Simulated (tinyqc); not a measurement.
# Landau-Devonshire theory of a uniaxial ferroelectric, step by step

A worked calculation. Computed by tinyqc, a small Python program that keeps every step. Command: `OMP_NUM_THREADS=1 python tinyqc.py 3023816 3023817 out.jsonl ferro walk`. One thread of a shared host (Intel(R) Xeon(R) Processor @ 2.30GHz), about 0.01 s of CPU time with the checks. Intermediate numbers are printed to about 7 digits and carried at full precision; extremes and crossings named in words are read from the listed rows.

G(P) = (alpha/2) P^2 + (beta*/4) P^4 + (gamma/6) P^6 - E P per volume, SI units, one domain, P along the polar axis, which is normal to the film.

Inputs (values chosen for the exercise, for a model ferroelectric): alpha_0 = 251000 J m/(C^2 K); Curie-Weiss temperature T0 = 890 K; beta = 1.45e+09 J m^5/C^4; gamma = 6.29e+09 J m^9/C^6; temperature T = 596 K; misfit strain u_m = -0.013; electrostriction Q12 = -0.031 m^4/C^2; compliance s11 + s12 = 5.3e-12 m^2/N; applied field E = 1.1 MV/m; film thickness d = 36 nm; screening length lambda = 0.023 nm; background permittivity eps_b = 20; gradient coefficient g = 9.3e-10 J m^3/C^2; series capacitance C_d = 4.6 microfarad/cm^2; start of Newton steps P0/Ps = 2.

Sample: epitaxial film.

Constants: eps_0 = 8.8541878128e-12 F/m.

## Coefficients at T

alpha = alpha_0 (T - T0*), with clamping: T0* = T0 + 4 Q12 u_m/(alpha_0 (s11 + s12)), beta* = beta + 4 Q12^2/(s11 + s12).

T0* = 2101.757 K

alpha = -3.779449e+08 J m/C^2

beta* = 2.175283e+09 J m^5/C^4

Compression raises T0 by 1212 K. beta* > 0: the transition is of second order. Caution: a shift of T0 this large is beyond the range where constant coefficients hold.

## Spontaneous polarisation, susceptibility, coercive field

Ps^2 = [-beta* + sqrt(beta*^2 - 4 alpha gamma)]/(2 gamma). chi = 1/(eps_0 G''), G'' = alpha + 3 beta* P^2 + 5 gamma P^4 at Ps. Ps, chi and the coercive field are for perfect screening, without a depolarising field. The intrinsic coercive field is |alpha P + beta* P^3 + gamma P^5| at the P_c where G'' = 0. 1 C/m^2 = 100 microcoulomb/cm^2.

spontaneous polarisation Ps = 35.64571 microcoulomb/cm^2

susceptibility chi = 117.7707

well depth G(Ps) = -13.08083 MJ/m^3

P_c = 21.72215 microcoulomb/cm^2

intrinsic coercive field = 56.75987 MV/m

P_c/Ps = 0.609, above the 0.577 of a quartic well, as the sixth-order term matters. Real switching runs by domain nucleation at far lower fields. Caution: far below T0* the expansion with linear alpha(T) is only a fit.

## Polarisation in the field by Newton steps

Solve G'(P) = alpha P + beta* P^3 + gamma P^5 - E = 0 by P(new) = P - G'/G'' from P0; stop when the step is below 1e-11 C/m^2 (G' under 1e-6 MV/m is shown as 0).

Newton steps:
```
step  P (microcoulomb/cm^2)     G' (MV/m)  G'' (MJ m/C^2)
1                  71.29141  1.675983e+03        11062.79
2                  56.14168  5.224512e+02         4803.30
3                  45.26475  1.490890e+02         2279.40
4                  38.72404  3.363163e+01         1307.84
5                  36.15250  3.894315e+00         1012.23
6                  35.76777  7.832206e-02          971.67
7                  35.75971  3.386097e-05          970.83
8                  35.75971             0          970.83
```

P at the end of the steps = 35.75971 microcoulomb/cm^2

1/(eps_0 G'') there = 116.3345

The linear estimate Ps + eps_0 chi E gives 35.760; the field lowers chi by 1.2 %.

## The 180-degree wall

With the term (g/2) (dP/dx)^2, (g/2) P'^2 = G(P) - G(Ps) across the wall: energy = int_(-Ps)^(Ps) sqrt(2 g [G(P) - G(Ps)]) dP (40 Gauss-Legendre points); width = 2 Ps over the slope at P = 0, sqrt(2 |G(Ps)|/g). Elastic coupling inside the wall is left out.

wall energy = 75.33270 mJ/m^2

wall width = 4.250558 nm

## A capacitor with imperfect screening

Between shorted electrodes with screening length lambda each, the depolarising field is -k P, k = 2 lambda/(eps_0 (d + 2 lambda eps_b)), so alpha turns into alpha + k. The polar state is the lowest uniform state while alpha + k < 0 (beta* > 0) or < 3 beta*^2/(16 gamma) (beta* < 0); setting the equality gives the critical thickness d_c.

depolarising coefficient k = 1.407173e+08 J m/C^2

polarisation of the film = 29.51488 microcoulomb/cm^2

size of the depolarising field = 41.53254 MV/m

critical thickness d_c = 12.82613 nm

The film keeps 83 % of Ps.

## Thickness series

Domains are left out, though they can pre-empt both the loss of P and the state at P = 0. The second and third columns are for the shorted capacitor, polar only where it is the lowest uniform state: alpha + k < 0 (beta* > 0) or < 3 beta*^2/(16 gamma) (beta* < 0). The last column is another circuit, the film in series with C_d at P = 0: 1/C = (alpha d)/(1 + alpha eps_0 eps_b) + 1/C_d, and P = 0 is locally stable while 1/C > 0; a dash marks the rest.

Against thickness:
```
d (nm)  P (microcoulomb/cm^2)  depolarising field (MV/m)  C of the stack / C_d
1                     0.00000                    0.00000              1.018986
2                     0.00000                    0.00000              1.038707
3                     0.00000                    0.00000              1.059207
5                     0.00000                    0.00000              1.102733
8                     0.00000                    0.00000              1.175171
15                   14.92928                   48.71974              1.387901
30                   28.04048                   47.11455              2.267445
60                   32.17779                   27.44135                     -
150                  34.32149                   11.81486                     -
```

The polar state appears between 8 and 15 nm (d_c = 12.8 nm), and at 150 nm P is 96.3 % of Ps. The stack exceeds C_d wherever it is stable, up to 2.27 times: the ferroelectric held at P = 0 acts as a negative capacitance.

Checks made by the program: Ps against a numerical root of G'(P)/P (relative difference below 1e-10).
